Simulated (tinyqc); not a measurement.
Tight binding, honeycomb lattice, step by step. Computed by tinyqc, a small Python program that keeps every step. Settings: t1 = 1.22, t2 = 0.35, phi = 1.57, delta = 0, points = 7. Command: `OMP_NUM_THREADS=1 python tinyqc.py 24087 24088 out.jsonl` (the two numbers bound the seeds that draw the settings). One thread of a shared host (Intel(R) Xeon(R) Processor @ 2.60GHz), about 0.01 s of CPU time with the checks.

## Bloch Hamiltonian at k

Parameters chosen for this model:
```
parameter     value                        unit
t1         1.220000                 eV, nearest
t2         0.350000       eV, second neighbours
phi        1.570000  rad, phase of t2 (Haldane)
delta             0          eV, +/- on A and B
```

k point k (fractions of the reciprocal vectors): -0.150000  -0.410000

H_AB = -t1 (1 + exp(-i k.a1) + exp(-i k.a2)); H_AA = delta - 2 t2 sum cos(k.b + phi), H_BB = -delta - 2 t2 sum cos(k.b - phi), b = a1, a2 - a1, -a2.

H(k) at k (eV):
```
                     A                    B
A            -0.889674  -0.907018-1.640709i
B  -0.907018+1.640709i             0.890030
```

## Levels at k

Diagonalise the Hermitian matrix.

eigenvalues (eV): -2.075020  2.075376

weights |c|^2 of the basis functions:
```
     band 1    band 2
A  0.714402  0.285598
B  0.285598  0.714402
```

## Bloch Hamiltonian at K

k point K (fractions of the reciprocal vectors): 0.333333  0.666667

As before.

H(k) at K (eV):
```
          A          B
A  1.819489   0.000000
B  0.000000  -1.817817
```

## Levels at K

As before.

eigenvalues (eV): -1.817817  1.819489

weights |c|^2 of the basis functions:
```
     band 1    band 2
A  0.000000  1.000000
B  1.000000  0.000000
```

## Bands along a path

The same steps at evenly spaced points between the labelled ones.

Bands along the path (eV):
```
k             band 1    band 2
G          -3.661672  3.658328
G-K 0.25   -3.335665  3.333177
G-K 0.50   -2.514458  2.513901
G-K 0.75   -1.856429  1.857544
K          -1.817817  1.819489
K-M 0.25   -1.763098  1.764675
K-M 0.50   -1.581664  1.583038
K-M 0.75   -1.341004  1.342192
M          -1.219443  1.220557
M-K' 0.25  -1.341004  1.342192
M-K' 0.50  -1.581664  1.583038
M-K' 0.75  -1.763098  1.764675
K'         -1.817817  1.819489
```

With 1 band(s) filled, the highest filled level on these points lies at M and the lowest empty one at M: a gap of 2.4400 eV, direct.

## Chern number of the lower band

On a 7 x 7 mesh, the phase of the product of overlaps around each plaquette (k1 then k2); the sum over 2 pi is an integer.

plaquette phases (rad):
```
           1          2          3          4          5          6          7
1   0.000000  -0.004092  -0.048751  -0.305040  -0.037017   0.057380   0.021801
2  -0.004092  -0.051785  -0.111912  -0.208449  -0.119016   0.064486   0.057380
3  -0.048751  -0.111912  -0.264046  -0.373113  -0.211983  -0.119016  -0.037017
4  -0.305040  -0.208449  -0.373113  -0.800091  -0.373113  -0.208449  -0.305040
5  -0.037017  -0.119016  -0.211983  -0.373113  -0.264046  -0.111912  -0.048751
6   0.057380   0.064486  -0.119016  -0.208449  -0.111912  -0.051785  -0.004092
7   0.021801   0.057380  -0.037017  -0.305040  -0.048751  -0.004092   0.000000
```

Chern number = -1.000000
